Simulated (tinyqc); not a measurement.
Zener tunnelling in a reverse-biased junction, two-band WKB: two steps of the calculation.

Abrupt p-n junction, depletion approximation. Energies E are counted from the conduction-band edge of the neutral n side; its Fermi level lies at dn, that of the p side at dn - V, and the valence-band edge of the neutral p side at Em = dn + dp - V. Tunnelling needs 0 < E < Em. Two-band dispersion with equal masses m: inside the gap kappa = sqrt(m u (1 - u/Eg)/C), u the distance from a band edge, C = hbar^2/(2 m0).

Inputs (values chosen for the exercise); band and dielectric values close to those of germanium:
- T = 350 K (temperature)
- Eg = 0.671 eV (band gap)
- Nc = 1.3e19 cm^-3 (conduction-band density of states at 350 K)
- Nv = 7.54e18 cm^-3 (valence-band density of states at 350 K)
- m = 0.044 m0 (band-edge mass of the two-band model)
- Na = 1.4e19 cm^-3 (acceptor density)
- Nd = 7e17 cm^-3 (donor density)
- V = -1.4 V (bias of the p side)
- nE = 13 (points of the energy grid)

Constants: q = 1.602176634e-19 C, kB = 1.380649e-23 J/K, hbar = 1.054571817e-34 J s, h = 6.62607015e-34 J s, m0 = 9.1093837015e-31 kg, Vt = kB T/q, hbar^2/(2 m0) = 0.0380998212 eV nm^2. Results are converted to the units shown.

Task 1. Fermi levels and built-in voltage. Nd = Nc F12(dn/Vt), Na = Nv F12(dp/Vt), F12(x) = (2/sqrt(pi)) int_0^infinity sqrt(u)/(1 + exp(u - x)) du; dn = EF - Ec on the n side, dp = Ev - EF on the p side (negative outside the bands); Vbi = Eg + dn + dp.

Wanted: dn; dp; Vbi.

Result 1.

dn = -0.08754 eV
dp = 0.03798 eV
Vbi = 0.6214 V

Boltzmann statistics would give dn = -0.0881 eV and dp = 0.0187 eV. The bands of the two sides begin to overlap at a reverse bias of 0.0496 V.

Task 2. Current density on a coarse grid. J = KJ exp(-S) Eb times the integral from 0 to Em of [f(E - dn) - f(E - dn + V)] [1 - exp(-min(E, Em - E)/Eb)] dE, f(x) = 1/(1 + exp(x/Vt)), with S and Eb from the mean field; J > 0 flows from p to n. KJ = (2 q^2/h) m/(4 pi C) (times 1e14 for A/cm^2 per eV^2). Simpson's rule on nE equally spaced points from 0 to Em.

dn = -0.087544385 eV
dp = 0.037976320 eV
S = 16.962215
Eb = 9.8896281 meV

Find: E; difference of the f; transverse factor; integral; KJ; J.

Result 2.

```
point  E (eV)  difference of the f  transverse factor
0       0.000               -0.948              0.000
1       0.113               -0.999              1.000
2       0.225               -1.000              1.000
3       0.338               -1.000              1.000
4       0.450               -1.000              1.000
5       0.563               -1.000              1.000
6       0.675               -1.000              1.000
7       0.788               -1.000              1.000
8       0.900               -1.000              1.000
9       1.013               -1.000              1.000
10      1.125               -0.998              1.000
11      1.238               -0.922              1.000
12      1.350               -0.221              0.000
```

integral = -1.263 eV
KJ = 7.121e8 A/(cm^2 eV^2)
J = -0.3825 A/cm^2

Range of the model: The two-band model describes a direct gap; phonon-assisted tunnelling across an indirect gap is left out. Parabolic densities of states, no band tails and no gap narrowing, all of which matter at such doping.

tinyqc, about 0.01 s, one thread, Intel Xeon 2.30GHz (shared host): `OMP_NUM_THREADS=1 python tinyqc.py 2620082 2620083 out.jsonl`
